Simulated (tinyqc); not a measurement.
Worked calculation: coherent transport through a tight-binding region between two chains. Computed by tinyqc, a small Python program that keeps every step. Settings: temperature = 300, mu = -0.01. Command: `OMP_NUM_THREADS=1 python tinyqc.py 28211 28212 out.jsonl` (the two numbers bound the seeds that draw the settings). One thread of a shared host (Intel(R) Xeon(R) Processor @ 2.60GHz), about 0.08 s of CPU time with the checks.

## Transmission at E = 0.42 eV

H of the central region (eV):
```
[[0.0000, -2.0900, 0.0000, 0.0000],
 [-2.0900, 0.0000, -2.0900, 0.0000],
 [0.0000, -2.0900, 0.0000, -0.4800],
 [0.0000, 0.0000, -0.4800, 0.0000]]
```

Leads: semi-infinite chains with site energy 0:
```
parameter                           value
lead hopping t (eV)              1.570000
coupling to the left lead (eV)   0.700000
coupling to the right lead (eV)  1.190000
left contact site                       1
right contact site                      4
```

E = 0.4200 eV

Surface Green function g = (E - i sqrt(4 t^2 - E^2)) / (2 t^2); self-energy tc^2 g on each contact site; G = (E - H - Sigma)^(-1); Gamma = -2 Im Sigma; T = Gamma_L Gamma_R |G_LR|^2; local density of states -Im G_ii / pi.

g = 0.0852-0.6312i 1/eV

G (1/eV):
```
[[0.8669-0.6645i, 0.2232-0.0080i, -0.9118+0.6661i, -0.1742-0.5479i],
 [0.2232-0.0080i, -0.0416-0.0316i, 0.2636+0.0144i, -0.0496+0.1249i],
 [-0.9118+0.6661i, 0.2636+0.0144i, 0.8588-0.6690i, 0.1842+0.5228i],
 [-0.1742-0.5479i, -0.0496+0.1249i, 0.1842+0.5228i, 0.0547-1.0015i]]
```

local density of states (1/eV): [0.2115, 0.0101, 0.2130, 0.3188]

transmission = 0.3656

## Transmission across the band

The same steps on a grid of energies.

T(E):
```
E (eV)          T
-2.983000  0.0589
-2.684700  0.0130
-2.386400  0.0109
-2.088100  0.0125
-1.789800  0.0169
-1.491500  0.0260
-1.193200  0.0454
-0.894900  0.0905
-0.596600  0.2087
-0.298300  0.5428
0.000000   0.9900
0.298300   0.5428
0.596600   0.2087
0.894900   0.0905
1.193200   0.0454
1.491500   0.0260
1.789800   0.0169
2.088100   0.0125
2.386400   0.0109
2.684700   0.0130
2.983000   0.0589
```

levels of the isolated region (eV): [-2.9754, -0.3372, 0.3372, 2.9754]

## Current

I = (2e/h) int T(E) [f(E - mu - V/2) - f(E - mu + V/2)] dE at 300 K with mu = -0.01 eV, the bias not changing H; 2e^2/h = 77.48092 microsiemens; the integral runs over the band on 4001 points.

Current:
```
V (volt)  I (microampere)
0.0100             0.7525
0.0500             3.7566
0.1000             7.4754
0.2000            14.6610
0.4000            27.3156
0.8000            44.3641
```
